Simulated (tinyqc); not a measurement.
Straight dislocations in isotropic elasticity: fields, energies, partials, Peierls stress and walls: one step, computed by the program tinyqc. Command: `OMP_NUM_THREADS=1 python tinyqc.py 3029799 3029800 out.jsonl disloc walk`. One thread of a shared host (Intel(R) Xeon(R) Processor @ 2.30GHz), about 0.01 s of CPU time with the checks.

The line runs along z, the glide plane is y = 0, and beta is the angle between b and the line (0 screw, 90 degrees edge): b_e = b sin(beta) along +x with the extra half plane at y > 0, b_s = b cos(beta). Stress is positive in tension.

Task: Force on a second, equal dislocation at that point; binding of a solute. Peach-Koehler force per length on a parallel dislocation with the same b: in the glide plane F_x = s_xy b_e + s_yz b_s, normal to it F_y = -(s_xx b_e + s_xz b_s), which drives climb of the edge part or cross-slip of a screw. A solute with misfit volume dV has the energy p dV, and its dilute concentration is scaled by exp(-p dV/(k_B T)).

Inputs (values chosen for the exercise, modelled on GaAs): Burgers vector b = 4 angstrom; misfit volume of a solute dV = -7.9 angstrom^3; temperature T = 500 K.

Character: edge.

stress (MPa):
```
           x         y         z
x  -1139.409  -258.630     0.000
y   -258.630  -672.438     0.000
z      0.000     0.000  -423.972
```

pressure p = 745.2731 MPa

Constants: 1 eV/angstrom^3 = 160.2176634 GPa; k_B = 8.617333262e-05 eV/K.

Give: glide force F_x; normal force F_y; solute energy; concentration ratio.

Result:

glide force F_x = -103.5 mN/m

normal force F_y = 455.8 mN/m

solute energy = -36.75 meV

concentration ratio = 2.346
